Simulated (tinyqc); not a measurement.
Velocity overshoot from momentum and energy balance equations after a field step: one step, computed by the program tinyqc.

At t = 0 the field jumps from 0 to F in a uniform sample. v is the drift velocity and u = w - (3/2) k_B T the excess energy per carrier.

Problem. Constants and steady state. dv/dt = e F/m - v/tau_m(u), du/dt = e F v - u/tau_E, tau_m(u) = tau_0/(1 + c u), tau_0 = m mu_0/e, c = mu_0/(e tau_E v_s^2); this choice gives the steady state v (1 + mu_0 F v/v_s^2) = mu_0 F, which saturates at v_s. Steady velocity v = 2 mu_0 F/(1 + sqrt(1 + 4 (mu_0 F/v_s)^2)); u = e F v tau_E; carrier temperature T + 2u/(3 k_B), neglecting the drift energy m v^2/2.

Inputs (values chosen for the exercise, modelled on electrons in germanium except for tau_E):
```
quantity                      value        unit
effective mass m               0.12         m_0
low-field mobility mu_0        3900  cm^2/(V s)
saturation velocity v_s        0.63    1e7 cm/s
energy relaxation time tau_E   0.46          ps
field after the step F          2.4       kV/cm
lattice temperature T           300           K
```

Scheme: explicit Euler.

Constants: m_0 = 9.1093837015e-31 kg; e = 1.602176634e-19 C; k_B = 8.617333262e-05 eV/K.

Give: tau_0; c; acceleration e F/m; steady velocity; steady excess energy; steady carrier temperature.

Solution.

tau_0 = 266.1 fs

c = 213.6 1/eV

acceleration e F/m = 0.003518 1e7 cm/s per fs

steady velocity = 0.4527 1e7 cm/s

steady excess energy = 0.004998 eV

steady carrier temperature = 338.7 K

tau_E/tau_0 = 1.73, and in the steady state tau_m has shrunk to 128.7 fs.
